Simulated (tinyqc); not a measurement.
Precursor delivery by bubblers, mass-transport growth and the solid composition of a III-V alloy: one step, computed by the program tinyqc. Command: `OMP_NUM_THREADS=1 python tinyqc.py 3000858 3000859 out.jsonl movpe_thermo walk`. One thread of a shared host (Intel(R) Xeon(R) Processor @ 2.30GHz), about 0.01 s of CPU time with the checks.

1 sccm = 44.615 micromol/min; 1 torr = 133.322 Pa. The sources decompose fully at the surface.

Problem. Bubblers. log10 p_v = a - b/T_bath; molar flow = F x 44.615 x p_v/(p_b - p_v) for a saturated bubbler.

Inputs (values chosen for the exercise, modelled on trimethylgallium (source 1) and trimethylindium (source 2) for the vapour pressures):
```
quantity,value,unit
bath temperature T1,273,K
bath temperature T2,302,K
bubbler pressure p_b,1400,torr
carrier flow F1,11,sccm
carrier flow F2,32,sccm
```

constants a, b of source 1 (log10 torr, K): [8.062, 1703]

constants a, b of source 2 (log10 torr, K): [10.49, 3014]

Give: vapour pressure 1; molar flow 1; vapour pressure 2; molar flow 2.

Solution.

vapour pressure 1 = 66.666 torr

molar flow 1 = 24.538 micromol/min

vapour pressure 2 = 3.2349 torr

molar flow 2 = 3.3065 micromol/min

One kelvin of bath error changes flow 1 by 5.5 % and flow 2 by 7.6 %.
